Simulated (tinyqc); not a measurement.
Rutherford backscattering from a thin compound film on silicon: kinematics, yields, composition and thickness: one step, computed by the program tinyqc. Command: `OMP_NUM_THREADS=1 python tinyqc.py 3012610 3012611 out.jsonl rbs walk`. One thread of a shared host (Intel(R) Xeon(R) Processor @ 2.30GHz), about 0.01 s of CPU time with the checks.

Singly charged helium ions (Z1 = 2, M1 = 4.0026 u) enter at the tilt angle a1 to the normal and leave at a2 = |180 - theta - tilt| in the same plane. The film is A B_x.

Question. Peak widths (surface approximation). Stopping per atom eps(E) = eps(2 MeV) (E/2 MeV)^(-0.4) (a law chosen for the exercise); Bragg rule eps_film = (eps_A + x eps_B)/(1 + x); areal density N d, with 1/nm^2 = 0.1 x 1e15/cm^2. Width of the signal of element i: [K_i eps(E0)/cos a1 + eps(K_i E0)/cos a2] N d; depth resolution = resolution x d/width of A; energy lost on the way in = eps(E0) N d/cos a1.

Inputs (values chosen for the exercise, modelled on a helium beam on TaN): beam energy E0 = 1.9 MeV; scattering angle theta = 150 degrees; tilt of the sample = 0 degrees; heavy element: stopping eps_A at 2 MeV = 115 1e-15 eV cm^2; light element: stopping eps_B at 2 MeV = 33 1e-15 eV cm^2; atoms of B per atom of A, x = 0.868; atomic density of the film = 90.8 1/nm^3; film thickness d = 59 nm; detector resolution (FWHM) = 12 keV.

kinematic factors: A 0.9207288, B 0.3330806, Si 0.5852929

Give: areal density N d; film stopping at E0; widths; depth resolution; energy lost on the way in.

Answer.

areal density N d = 535.72 1e15 atoms/cm^2

film stopping at E0 = 78.49 1e-15 eV cm^2

widths (keV): A 88.90, B 89.38

depth resolution = 7.964 nm

energy lost on the way in = 42.05 keV

The signal of A spans 7.4 resolution widths, so its width measures the thickness. Caution: the ions scattered from B leave near or below the stopping maximum (some 0.6 to 0.8 MeV), where the power law chosen here overstates the stopping and the width of B.
